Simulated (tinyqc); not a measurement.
Changing the composition x for the local step: interdiffusion in a binary couple: Darken equations, Kirkendall shift and Boltzmann-Matano analysis. Computed by tinyqc, a small Python program. Command: `OMP_NUM_THREADS=1 python tinyqc.py 3001880 3001881 out.jsonl darken sweep`. One thread of a shared host (Intel(R) Xeon(R) Processor @ 2.30GHz), about 0.1 s of CPU time with the checks.

x is the mole fraction of B; the molar volume is constant, and the two halves are long enough to count as infinite.

Inputs (values chosen for the exercise, for a model alloy A-B):
```
quantity,value,unit
tracer diffusivity D*_A(0),2.1e-15,m^2/s
tracer diffusivity D*_B(0),2.7e-15,m^2/s
slope k of ln D* with x,-0.04,-
regular-solution parameter W,-0.17,eV
temperature T,1440,K
left composition x_L,0.21,-
right composition x_R,0.46,-
time t,470000,s
```

Vacancy-wind correction: Manning, fcc.

Constants: k_B = 8.617333262e-05 eV/K.

Method:
- D*_i(x) = D*_i(0) exp(k x); thermodynamic factor Phi = 1 - 2 W x (1 - x)/(k_B T); with f0 = 0.7815, M0 = 2 f0/(1 - f0), den = M0 ((1 - x) D*_A + x D*_B): D_A = D*_A Phi [1 + 2 (1 - x)(D*_A - D*_B)/den], D_B = D*_B Phi [1 - 2 x (D*_A - D*_B)/den]; interdiffusion D~ = x D_A + (1 - x) D_B.
- With lambda = z/sqrt(t), the profile solves d/dlambda (D~ dx/dlambda) + (lambda/2) dx/dlambda = 0 with x = x_L and x_R far to the left and right; z = 0 is the original interface. It is solved as a boundary-value problem in y = lambda/sqrt(D~ at the mean composition) on -12 < y < 12 (collocation, tolerance 1e-8).
- Read from the profile: the position z(x), the area -int_(x_L)^x z dx and the slope.
- D~(x) = area/(2 t slope), with z counted from the original interface (the Matano plane); 1 um^2 = 1e-12 m^2.

One run for each value:
```
composition x for the local step,interdiffusion coefficient D~ at the local x (m^2/s),thermodynamic factor Phi,position z(x) (um),D~ from the profile (m^2/s)
0.23,3.782e-15,1.485,-85.11,3.782e-15
0.26,3.858e-15,1.527,-51.60,3.858e-15
0.29,3.920e-15,1.564,-29.06,3.920e-15
0.35,4.002e-15,1.623,8.77,4.002e-15
0.38,4.023e-15,1.646,28.31,4.023e-15
0.41,4.031e-15,1.663,51.41,4.031e-15
0.44,4.027e-15,1.675,86.19,4.027e-15
```

Give the missing row, composition x for the local step = 0.32.

Computed row; columns: (1) composition x for the local step; (2) interdiffusion coefficient D~ at the local x (m^2/s); (3) thermodynamic factor Phi; (4) position z(x) (um); (5) D~ from the profile (m^2/s):
```
(1)         (2)    (3)    (4)        (5)
0.32  3.967e-15  1.596  -9.76  3.967e-15
```

Interpolating between the two neighbouring rows (linearly) misses most in position z(x) (um), by 3.9 %. Over the rows, interdiffusion coefficient D~ at the local x (m^2/s) goes from 3.78e-15 through a maximum among these rows, 4.03e-15 at 0.410, to 4.03e-15; thermodynamic factor Phi rises from 1.49 to 1.68 (exponent d ln y / d ln x 0.23 between the first rows and 0.10 between the last); position z(x) (um) rises from -85.1 to 86.2. D~ read back from the profile reproduces the local D~.

Extremes, crossings and ranges named in words are read from the listed rows.
